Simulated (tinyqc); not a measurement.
Growth with time: grain growth, pinning, strength and diffusional creep of a polycrystal or thin film. Computed by tinyqc, a small Python program. Command: `OMP_NUM_THREADS=1 python tinyqc.py 3028873 3028874 out.jsonl grain walk`. One thread of a shared host (Intel(R) Xeon(R) Processor @ 2.30GHz), about 0.01 s of CPU time with the checks.

One mean grain size d describes the structure.

Inputs (values chosen for the exercise, modelled on nickel):
```
quantity                                    value       unit
boundary energy gamma                        0.83      J/m^2
mobility prefactor M0                     5.8e-05  m^4/(J s)
activation energy of boundary motion Q_m     1.36         eV
anneal temperature T                          484          K
initial grain size d0                          16         nm
particle volume fraction f                0.00038          -
particle radius r                              11         nm
film thickness h                               62         nm
surface energy gamma_s                        2.1      J/m^2
```

Sample: thin film on a substrate.

Constants: k_B = 8.617333262e-05 eV/K.

Method. M = M0 exp(-Q_m/(k_B T)). The driving pressure is 2 gamma/d. Zener pinning pressure 3 f gamma/(2 r) stops growth at d_Z = 4 r/(3 f). Grooves where boundaries meet the surface have the angle theta = arcsin(gamma/(2 gamma_s)) and are taken to stop growth at d_h = h/(2 theta), a few film thicknesses; the limit is 1/d_lim = 1/d_Z + 1/d_h. dd/dt = 2 M gamma (1/d - 1/d_lim) integrates to 2 M gamma t = d_lim (d0 - d) + d_lim^2 ln[(d_lim - d0)/(d_lim - d)]; without pinning d^2 = d0^2 + 4 M gamma t.

limit d_lim = 155.208 nm

mobility M = 4.00007e-19 m^4/(J s)

At T:
```
t (s)   free growth (nm)  pinned growth (nm)  d/d_lim
54                 18.10               17.89  0.11523
180                22.25               21.58  0.13906
540                31.20               29.41  0.18946
1800               51.44               46.07  0.29683
5400               86.18               71.10  0.45808
18000             155.44              108.51  0.69910
54000             268.27              141.18  0.90963
180000            489.18              154.81  0.99743
```

The apparent exponent d ln d/d ln t of the pinned growth is at most about 0.39, below the ideal 1/2, and falls to 0.077 in the last rows: the initial size hides the law early and pinning hides it late.
